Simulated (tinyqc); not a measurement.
Approximations against the iterative solution: electron mobility of a polar semiconductor by Rode's iterative solution of the Boltzmann equation. Computed by tinyqc, a small Python program. Command: `OMP_NUM_THREADS=1 python tinyqc.py 3003057 3003058 out.jsonl rode walk`. One thread of a shared host (Intel(R) Xeon(R) Processor @ 2.30GHz), about 0.01 s of CPU time with the checks.

The distribution is f(E) + e F l(E) (-df/dE) cos(theta) for a weak field F, theta counted from the force; l(E) is a mean free path. Elastic processes enter by their momentum rate, polar optical phonons by out- and in-scattering terms. One valley only: where upper valleys lie close, measured mobilities are lower. The density n is prescribed, even where a narrow-gap material would have more intrinsic carriers.

Inputs (values chosen for the exercise, modelled on InAs):
```
quantity                               value    unit
effective mass m                      0.0225     m_0
non-parabolicity alpha                   2.1    1/eV
static permittivity eps_s               15.1       -
high-frequency permittivity eps_inf     12.3       -
density rho                             5680  kg/m^3
sound velocity v_l                      4240     m/s
acoustic deformation potential D_A         6      eV
optical phonon energy hbar w            30.1     meV
piezoelectric coupling K               0.018       -
electron density n                   3.6e+14  1/cm^3
compensation ratio C                    0.23       -
temperature T                            200       K
grid points per phonon energy s            8       -
iteration cap                            200       -
```

Band: Kane. Elastic processes: acoustic, piezoelectric, impurity.

Constants: k_B = 8.617333262e-05 eV/K; m_0 = 9.1093837015e-31 kg; e = 1.602176634e-19 C; hbar = 1.054571817e-34 J s; eps_0 = 8.8541878128e-12 F/m; k_B = 1.380649e-23 J/K; hbar = 6.582119569e-16 eV s.

Method:
- Kane band: hbar^2 k^2/(2 m) = E (1 + alpha E), speed v = hbar k/(m (1 + 2 alpha E)), states per spin, volume and energy g(E) = m k (1 + 2 alpha E)/(2 pi^2 hbar^2); overlap factors are set to 1. Masses are multiplied by m_0 and all formulas are in SI units.
- The reduced Fermi level eta = E_F/(k_B T) solves n = 2 Z int g f dE with f = 1/(1 + exp(x - eta)) (Z = 1 unless valleys are given); screening length L_s = sqrt(eps_s eps_0 k_B T/(e^2 dn/deta)), dn/deta = 2 Z int g f (1 - f) dE.
- Integrals over x = E/(k_B T) use 160 Gauss-Legendre points in u = sqrt(x) from 0 to sqrt(max(eta, 0) + 32).
- N_I = n (1 + C)/(1 - C).
- Phonon occupation N_q = 1/(exp(hbar w/(k_B T)) - 1).
- Acoustic deformation potential (elastic, equipartition, absorption and emission together): 1/tau = 2 pi k_B T D_A^2 g(E)/(hbar rho v_l^2).
- Piezoelectric (elastic, unscreened, momentum relaxation): 1/tau = e^2 K^2 k_B T m (1 + 2 alpha E)/(2 pi eps_s eps_0 hbar^3 k), with alpha = 0 for a parabolic band.
- Singly charged impurities, momentum relaxation: 1/tau = N_I e^4 m (1 + 2 alpha E) Phi/(8 pi (eps_s eps_0)^2 hbar^3 k^3), with alpha = 0 for a parabolic band.
- Brooks-Herring: Phi = ln(1 + b) - b/(1 + b), b = 4 k^2 L_s^2.
- Polar optical, unscreened: W = e^2 w (1/eps_inf - 1/eps_s) m (1 + 2 alpha E') ln|(k + k')/(k - k')| / (4 pi eps_0 hbar^2 k), times N_q for absorption (E' = E + hbar w) and N_q + 1 for emission (E' = E - hbar w > 0), with alpha = 0 for a parabolic band; mean cosine of the angle <cos> = (k^2 + k'^2)/(2 k k') - 1/ln|(k + k')/(k - k')|.
- Energy grid E_j = (j + 1/2) hbar w/s, j = 0, 1, ..., up to (max(eta, 0) + 18) k_B T, so that E_j +/- hbar w are grid points; l = 0 beyond the grid; integrals are sums times the spacing.
- With f' = f(E'): out-scattering S_o = sum over absorption and emission of W (1 - f')/(1 - f); nu = sum of elastic rates; the in-scattering weights are c+ = W_abs <cos> (1 - f')/(1 - f) for E' = E + hbar w and c- likewise for emission.
- Iteration: l_new(E) = [v(E) + c+ l(E + hbar w) + c- l(E - hbar w)]/(nu + S_o), from l = 0.
- mu = e sum g v l f (1 - f) / (3 k_B T sum g f) over the grid; stop when mu changes by less than 1e-8 of itself.
- Self-energy RTA: l = v/(nu + S_o), the first iteration. Momentum RTA: l = v/(nu + S_o - c+ v(E + hbar w)/v - c- v(E - hbar w)/v), listed only where the denominator is positive on the whole grid. The polar-only value solves the same system with nu = 0; the elastic value takes l = v/nu.

reduced Fermi level eta = -4.98116

ionised impurity density N_I = 5.75065e+14 1/cm^3

screening length L_s = 200.101 nm

mobility mu = 52451.4 cm^2/(V s)

Mobilities:
```
method                              mu (cm^2/(V s))  deviation (%)
iterative solution                       5.2451e+04            0.0
self-energy RTA                          3.3813e+04          -35.5
momentum RTA                             6.8216e+04           30.1
polar phonons alone, exact               5.9009e+04           12.5
elastic processes alone                  9.1317e+05         1641.0
Matthiessen's rule on the last two       5.5427e+04            5.7
```

self-energy RTA mobility = 33813 cm^2/(V s)

polar-phonon mobility = 59009 cm^2/(V s)

elastic mobility = 9.1317e+05 cm^2/(V s)

error of the self-energy RTA = -35.535 %

The self-energy RTA is 35.5 % low: it counts every polar event as a full loss of current, though forward events keep part of it. Here hbar w/k_B T = 1.75. Matthiessen's rule is 5.7 % high. The momentum RTA deviates by +30.1 %.
